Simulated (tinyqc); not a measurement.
Free and nearly free electrons in a metal: one step. The sphere against the zone faces. Three cases, with inputs chosen for the exercise.

Problem. Take G = (hkl) 2 pi/a for (111), (200) and (220), with the number of equivalent faces. The Bragg plane of G lies at |G|/2 with |G| = (2 pi/a) sqrt(h^2 + k^2 + l^2). Where kF exceeds it, the sphere cuts the plane in a circle of radius sqrt(kF^2 - G^2/4).

Case 1.

Values chosen (out of a larger set: near those of Al; not measured data): a = 4.083 angstrom (fcc lattice constant).

kF = 1.734688 1/angstrom

Case 2.

Values chosen (out of a larger set: near those of Al; not measured data): a = 4.044 angstrom (fcc lattice constant).

kF = 1.751417 1/angstrom

Case 3.

Values chosen (out of a larger set: near those of Al; not measured data): a = 4.013 angstrom (fcc lattice constant).

kF = 1.764947 1/angstrom

Give: Distance and circle for each G.

Solution.

Case 1.

Distance and circle for each G:

| G | faces | \|G\|/2 (1/angstrom) | kF/(\|G\|/2) | circle radius |
|---|---|---|---|---|
| (111) | 8 | 1.3327 | 1.3016 | 1.1104 |
| (200) | 6 | 1.5389 | 1.1273 | 0.8006 |
| (220) | 12 | 2.1763 | 0.7971 | - |

Case 2.

Distance and circle for each G:

| G | faces | \|G\|/2 (1/angstrom) | kF/(\|G\|/2) | circle radius |
|---|---|---|---|---|
| (111) | 8 | 1.3455 | 1.3016 | 1.1211 |
| (200) | 6 | 1.5537 | 1.1273 | 0.8084 |
| (220) | 12 | 2.1973 | 0.7971 | - |

Case 3.

Distance and circle for each G:

| G | faces | \|G\|/2 (1/angstrom) | kF/(\|G\|/2) | circle radius |
|---|---|---|---|---|
| (111) | 8 | 1.3559 | 1.3016 | 1.1298 |
| (200) | 6 | 1.5657 | 1.1273 | 0.8146 |
| (220) | 12 | 2.2142 | 0.7971 | - |

The sphere crosses the (111) and (200) faces, so electrons spill into higher zones.

Computed by tinyqc, one run a case: `OMP_NUM_THREADS=1 python tinyqc.py N N+1 out.jsonl` with N = 1651658, 1651910, 1651968; one thread of a shared Intel(R) Xeon(R) Processor @ 2.30GHz, about 0.01 s a run at most.
